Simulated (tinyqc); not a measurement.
Worked calculation: Koster-Slater impurity in a tight-binding band, by Green functions and by supercells. Computed by tinyqc, a small Python program that keeps every step. Command: `OMP_NUM_THREADS=1 python tinyqc.py 3016566 3016567 out.jsonl kosterslater walk`. One thread of a shared host (Intel(R) Xeon(R) Processor @ 2.30GHz), about 0.04 s of CPU time with the checks. Intermediate numbers are printed to about 6 digits and carried at full precision; extremes and crossings named in words are read from the listed rows.

One orbital per site, e(k) = -2 t sum cos(k_i) over 2 direction(s), band from -4 t to 4 t, lattice constant 1. One site has the extra energy U. Spin is left out.

Inputs (values chosen for the exercise, for a model band):
```
quantity                   value      unit
hopping t                    1.6        eV
impurity potential U       -8.91        eV
supercell edge N               3     sites
energy inside the band E   0.294        eV
broadening eta              0.16        eV
impurity concentration c  0.0003  per site
```

Lattice: square.

Constants: hbar = 6.582119569e-16 eV s.

## The host Green function outside the band

Outside the band G0(E) = (2/(pi E)) K(m), m = 16 t^2/E^2, K the complete elliptic integral with parameter m. A bound state solves 1/U = G0(E). Energies: 0.05, 0.2, 0.5, 1, 2, 4 and 8 t beyond the band edge on the side of U, rounded to four digits.

Scan on the side of U:
```
E (eV)  G0 (1/eV)  1/U - G0 (1/eV)
-6.48   -0.319682         0.207448
-6.72   -0.247490         0.135256
-7.20   -0.197647         0.085413
-8.00   -0.158781         0.046548
-9.60   -0.120007         0.007774
-12.80  -0.083842        -0.028391
-19.20  -0.053628        -0.058605
```

G0 diverges at the band edge, so any U binds a state, exponentially weakly when U is small.

## The bound state

Bisection in ln(distance from the edge) between 1e-5 t and |U| + t. Weight on the impurity site: -1/(U^2 dG0/dE), by a central difference with step min(1e-4 t, distance/30). Decay length along an axis: 1/arccosh(1 + distance/(2 t)).

level E_b = -10.0913 eV

distance from the band edge = 3.69134 eV

weight on the impurity site = 0.861372

decay length = 0.713578 sites

The state is compact: most of it sits on the impurity.

## Green function inside the band

Inside the band G0(z), z = E + i eta, comes from the chain form 1/(sqrt(y - 2t) sqrt(y + 2t)) (principal roots) at y = z + 2 t cos k, averaged over k in (0, pi) with 200 Gauss-Legendre points.

G0(E + i eta) = 0.106904-0.431477i 1/eV

## Scattering

T = U/(1 - U G0); phase shift delta = -arg(1 - U G0) in (-pi, pi]; host density of states -Im G0/pi; on the impurity -Im[G0/(1 - U G0)]/pi; lifetime of a band state hbar/(-2 c Im T).

T matrix = -0.93571-1.84239i eV

phase shift delta = 1.10087 rad

host density of states = 0.137343 1/eV

density of states on the impurity = 0.00738715 1/eV

scattering lifetime = 595.432 fs

The Born approximation would take Im T = U^2 Im G0 = -34.3 eV, 18.6 times the full value.

## The supercell Hamiltonian at Gamma

H_ij = -t for each bond from i to j, images included (two bonds add when N = 2); H_11 = U; sites are numbered with the last coordinate running fastest. Diagonalise.

H (eV), lower triangle (symmetric):
```
       1      2      3      4      5      6      7      8
1  -8.91
2  -1.60   0.00
3  -1.60  -1.60   0.00
4  -1.60   0.00   0.00   0.00
5   0.00  -1.60   0.00  -1.60   0.00
6   0.00   0.00  -1.60  -1.60  -1.60   0.00
7  -1.60   0.00   0.00  -1.60   0.00   0.00   0.00
8   0.00  -1.60   0.00   0.00  -1.60   0.00  -1.60   0.00
9   0.00   0.00  -1.60   0.00   0.00  -1.60  -1.60  -1.60

      9
9  0.00
```

levels (eV): -10.3170  -4.9332  -1.6000  -1.6000  -1.6000  1.5402  3.2000  3.2000  3.2000

## The level in the supercell

In a periodic cell of N sites along each direction with Bloch vector K, the level solves 1/U = N^-d sum_k 1/(E - e(k)), k_i = (2 pi m_i + K_i)/N, m_i = 0..N-1; the outermost root on the side of U is taken (bisection). d is the number of directions. Gamma means K_i = 0, the zone corner K_i = pi, the quarter point K_i = pi/2. The error is measured against the isolated level E_b.

level at Gamma = -10.3170 eV

level at the corner = -9.86837 eV

level at the quarter point = -10.0890 eV

error at Gamma = -0.225616 eV

width between Gamma and the corner = 0.448583 eV

Images turn the level into a band 0.449 eV wide; the quarter point misses the isolated level by 0.0023 eV, far less than Gamma, because the leading hopping between images averages out there.

## Convergence with cell size

Even N; errors against the isolated level E_b, set to 0 below 1e-6 t.

Error of the level (eV):
```
N   sites         Gamma       corner  quarter point
2       4  -1.02655e+00  1.18134e+00    4.67311e-02
4      16  -4.88253e-02  4.67311e-02    1.20293e-04
6      36  -2.35206e-03  2.30028e-03              0
8      64  -1.21127e-04  1.20293e-04              0
12    144             0            0              0
16    256             0            0              0
```

The error at Gamma falls exponentially, between the last two resolved rows by exp(-1.483) per site against 1/(decay length) = 1.401; the rest is the power-law prefactor of the Green function. Gamma and the corner err in opposite directions. Among the sizes listed an error below 1 meV is first reached at N = 8 at Gamma; at the quarter point N = 4 is enough.

## Phase shift across the band

delta/pi = -arg(1 - U G0)/pi counts the states added below E (Friedel); host DOS = -Im G0/pi, DOS on the impurity = -Im[G0/(1 - U G0)]/pi; 13 evenly spaced energies from -(band edge + |U| + 2t) to +(band edge + |U| + 2t).

Across the spectrum:
```
E (eV)   Re G0 (1/eV)  host DOS (1/eV)  DOS on the impurity (1/eV)  delta/pi
-18.510     -0.055753         0.000164                   0.0006461  0.002897
-15.425     -0.067918         0.000247                   0.0015839  0.005573
-12.340     -0.087484         0.000425                   0.0087116  0.017150
-9.255      -0.126201         0.000987                   0.0607132  0.930489
-6.170      -0.261179         0.041710                   0.0133501  0.770333
-3.085      -0.162051         0.068877                   0.0175971  0.572030
0.000        0.000000         0.160674                   0.0075691  0.430359
3.085        0.162051         0.068877                   0.0071083  0.212610
6.170        0.261179         0.041710                   0.0033549  0.107426
9.255        0.126201         0.000987                   0.0002186  0.004138
12.340       0.087484         0.000425                   0.0001342  0.002127
15.425       0.067918         0.000247                   0.0000959  0.001371
18.510       0.055753         0.000164                   0.0000730  0.000974
```

delta/pi starts and ends near zero (+0.003 and +0.001): the impurity moves states but creates none. delta/pi rises at the bound state below the band (-10.091 eV), reaches 0.93 among these rows (1 in the limit of small eta, just above the level) and is paid back by the top of the band.

Checks made by the program: G0 at the level by a direct sum over directions (relative difference below 1e-10); diagonalisation against the k sum (relative difference below 1e-10).
